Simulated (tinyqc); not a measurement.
From results back to parameters: Koster-Slater impurity in an sp3s* host.

Problem. In the Koster-Slater model a defect shifts the s level of its site by Vs and the p levels by Vp; an A1 level solves 1/Vs = G_s(E) and a T2 level 1/Vp = G_p(E), E from the top of the valence band. A defect has an A1 level at E = 1.3429 eV, one of the energies of the table, and a T2 level at 4.0288 eV.

G(E) of the host (1/eV):
```
E (eV)         G_s         G_p
0.0000  -0.0037504   0.0483062
0.6715  -0.0079409   0.0291889
1.3429  -0.0124532   0.0167170
2.0144  -0.0175295   0.0062463
2.6858  -0.0235079  -0.0036068
3.3573  -0.0309561  -0.0137993
4.0288  -0.0410038  -0.0255527
4.7002  -0.0565471  -0.0415977
5.3717  -0.0920716  -0.0766336
```

Find: Vs, Vp.

Solution. Read G_s and G_p at the two energies and invert them. Vs is attractive and pulls its level down from the conduction bands. Vp is attractive and pulls its level down from the conduction bands.

Vs, Vp (eV): -80.3  -39.1

Program tinyqc; command `OMP_NUM_THREADS=1 python tinyqc.py 1450824 1450825 out.jsonl`; about 0.04 s on one thread of a shared Intel(R) Xeon(R) Processor @ 2.30GHz.
